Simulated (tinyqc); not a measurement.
Inside a calculation. Model: Joule-heated wire on a substrate, fin equation.

Numbers from tinyqc (`OMP_NUM_THREADS=1 python tinyqc.py 2520020 2520021 out.jsonl`; about 0.01 s on one thread of a shared Intel Xeon 2.30GHz). Printed values are rounded.

A wire of length L loses heat along itself to two contacts and sideways to the substrate: kap A theta'' - g theta + p = 0 with theta = T - T0 and p(x) = p0 exp(-((x/L - x0)/sg)^2/2). The ends are held at T0. Constant conductivity, diffusive heat flow.

Parameters, values chosen for the exercise:
- T0 = 300 K (temperature of substrate and contacts)
- kap = 27 W/(m K) (conductivity along the wire)
- A = 54 nm^2 (cross-section)
- g = 0.28 W/(m K) (conductance per length to the substrate)
- L = 360 nm (length between the contacts)
- Rc = 0 K/uW (thermal resistance of each contact)
- p0 = 0.01 uW/nm (peak heating per length)
- x0 = 0.74 (place of the hot spot as a share of L)
- sg = 0.08 (width of the hot spot as a share of L)

## Healing length

LH = sqrt(kap A/g); far from the contacts uniform heating p0 would give theta = p0/g.

LH = 72.16054 nm
L/LH = 4.988877
p0/g = 35.71429 K

## The tridiagonal system

Nodes x_i = i h, h = L/12; box widths w_i = h (h/2 at the ends); c = kap A/h; equation of node i: -c theta_(i-1) + d_i theta_i - c theta_(i+1) = b_i with d_i = 2 c + g w_i, b_i = p(x_i) w_i; theta = 0 at the end nodes.

c = 0.0486 uW/K

```
node  d (uW/K)        b (uW)
1       0.1056  7.021807e-16
2       0.1056  2.109588e-12
3       0.1056   2.141444e-9
4       0.1056   7.344737e-7
5       0.1056   8.511498e-5
6       0.1056   0.003332699
7       0.1056    0.04409065
8       0.1056     0.1970867
9       0.1056     0.2976654
10      0.1056     0.1519007
11      0.1056    0.02619096
```

## Temperature rise

Solve -c theta_(i-1) + d_i theta_i - c theta_(i+1) = b_i for nodes 1 to 11, with theta = 0 at nodes 0 and 12.

theta, node 0 to 12 (K): 0.00000  0.37986  0.82537  1.41353  2.24601  3.46667  5.28476  7.94769  11.07709  12.06576  9.01506  4.39700  0.00000

The hottest node is 9, at 12.07 K above T0; a mesh of 800 steps gives a peak of 11.93 K, so the coarse value is 1.1 % above it. On the fine mesh 68.0 % of the heat leaves through the substrate and the rest through the contacts.
